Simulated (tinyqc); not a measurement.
# Long-channel MOSFET, surface-potential model: what changes with what

n-channel transistor on a uniformly doped p-type body, gradual-channel approximation, constant mobility, Boltzmann statistics, full ionisation. Potentials are counted from the neutral body; V is the electron quasi-Fermi potential, Vsb at the source and Vsb + Vds at the drain. Charges are magnitudes per area.

Parameters, values chosen for the exercise; material values close to those of 4H silicon carbide:
```
symbol    value        unit                                      meaning
T           325           K                                  temperature
Eg         3.23          eV                                     band gap
eps_r      9.73               relative permittivity of the semiconductor
Nc      1.88e19       cm^-3       conduction-band density of states at T
Nv      2.77e19       cm^-3          valence-band density of states at T
Na       2.3e16       cm^-3                 acceptor density of the body
eox        9.16              relative permittivity of the gate insulator
tox          33          nm                          insulator thickness
Vfb        -1.3           V                            flat-band voltage
mu          100  cm^2/(V s)                             channel mobility
W            20          um                                   gate width
L           0.5          um                                  gate length
Vsb         0.5           V                     source-body reverse bias
Vgs        2.43           V                          gate-source voltage
Vds         1.2           V                         drain-source voltage
```

Constants: q = 1.602176634e-19 C, kB = 1.380649e-23 J/K, Vt = kB T/q, eps0 = 8.8541878128e-14 F/cm where lengths are in cm. Results are converted to the units shown.

Each table varies one quantity; the others keep the values above.

## Output curve

ni = sqrt(Nc Nv) exp(-Eg/(2 Vt)), Eg in volts; phiF = Vt ln(Na/ni); Cox = eps0 eox/tox; gamma = sqrt(2 q eps0 eps_r Na)/Cox. The surface potential psi at channel potential V solves Vgs + Vsb - Vfb - psi = gamma sqrt(G), G = psi - Vt + Vt exp((psi - 2 phiF - V)/Vt). Charge sheet: Qi = Cox gamma [sqrt(G) - sqrt(psi - Vt)]; I = mu (W/L) [integral of Qi dpsi from psi_0 to psi_L (drift) + Vt (Qi0 - QiL) (diffusion)], with psi_0 at V = Vsb and psi_L at V = Vsb + Vds. Pao-Sah: Qi(V) = (Cox gamma/2) integral from 3 Vt to psi of exp((u - 2 phiF - V)/Vt)/sqrt(G(u, V)) du, and I = mu (W/L) integral of Qi dV from Vsb to Vsb + Vds. Square law: VT = Vfb + 2 phiF + gamma sqrt(2 phiF + Vsb), m = 1 + gamma/(2 sqrt(2 phiF + Vsb)), I = mu Cox (W/L) [(Vgs - VT) v - m v^2/2] with v the smaller of Vds and (Vgs - VT)/m, and zero below VT.

In this table Vgs = 2.44 V.

Output curve:
```
Vds (V),psi_L (V),QiL (nC/cm^2),"I, charge sheet (uA)","I, Pao-Sah (uA)","I, square law (uA)"
0.05,3.507,31.45,7.258,7.401,13.59
0.1,3.546,21.23,12.43,12.67,24.50
0.15,3.579,12.20,15.71,16.00,32.74
0.2,3.605,5.271,17.39,17.71,38.30
0.25,3.620,1.483,18.01,18.34,41.18
0.3,3.624,0.2928,18.15,18.49,41.63
0.35,3.625,0.05076,18.18,18.51,41.63
0.4,3.625,0.008564,18.19,18.52,41.63
0.45,3.625,0.001438,18.19,18.52,41.63
```

The Pao-Sah current rises from 7.40 to 18.5 uA, while the charge at the drain end falls from 31.4 to 0.00144 nC/cm^2. The current first comes within 1 % of its last value at Vds = 0.25 V among the rows listed; the square law saturates at (Vgs - VT)/m = 0.279 V. Over the last two rows psi_L moves by less than 1 mV: the drain has lost hold of the surface potential, so the current no longer grows. In the last row the charge sheet is 1.8 % below Pao-Sah and the square law 2.25 times it.

## Effect of the insulator thickness

VT = Vfb + 2 phiF + gamma sqrt(2 phiF + Vsb), m = 1 + gamma/(2 sqrt(2 phiF + Vsb)). The swing is 20 mV/log10[I(VT - 0.14 V)/I(VT - 0.16 V)] of the charge-sheet current at the given Vds.

Effect of the insulator thickness:
```
tox (nm),gamma (V^0.5),VT (V),m,swing (mV/decade),"I at Vgs, Vds (uA)"
11,0.1081,1.741,1.030,66.75,374.1
15,0.1474,1.813,1.040,67.46,216.5
20,0.1965,1.903,1.054,68.36,113.5
27,0.2653,2.029,1.073,69.61,43.95
36,0.3537,2.190,1.097,71.22,9.248
49,0.4814,2.424,1.132,73.55,0.08705
66,0.6484,2.729,1.177,76.60,9.820e-6
```

Read the table: what changes, and by how much?

As tox goes from 11 to 66 nm, VT rises from 1.74 to 2.73 V, the swing rises from 66.7 to 76.6 mV a decade and the current falls from 374 to 9.82e-6 uA. The swing is 0.53 % above m Vt ln 10 in the first row and 0.89 % above it in the last. The gate voltage is below VT in 1 of the 7 rows. For tox = 11 to 20 nm the surface electron density at the source passes 0.3 Nc, where degeneracy and quantisation, left out here, matter.

## Effect of the acceptor density of the body

Same model as above.

Effect of the acceptor density of the body:
```
Na (cm^-3),gamma (V^0.5),VT (V),m,swing (mV/decade),"I at Vgs, Vds (uA)"
2.3e15,0.1025,1.598,1.029,66.70,196.5
4.3e15,0.1402,1.702,1.039,67.38,146.6
7.9e15,0.1900,1.828,1.052,68.28,95.05
1.5e16,0.2618,1.997,1.072,69.57,43.53
2.7e16,0.3513,2.196,1.096,71.17,9.495
5e16,0.4780,2.467,1.130,73.43,0.03477
9.2e16,0.6484,2.821,1.175,76.45,1.228e-6
```

What does the table show?

As Na goes from 2.3e15 to 9.2e16 cm^-3, VT rises from 1.60 to 2.82 V, the swing rises from 66.7 to 76.4 mV a decade and the current falls from 197 to 1.23e-6 uA. The swing is 0.55 % above m Vt ln 10 in the first row and 0.87 % above it in the last. The gate voltage is below VT in 2 of the 7 rows.

Computed by the program tinyqc: `OMP_NUM_THREADS=1 python tinyqc.py 2360153 2360154 out.jsonl`, one thread of a shared Intel Xeon 2.30GHz, about 0.05 s for the whole run.
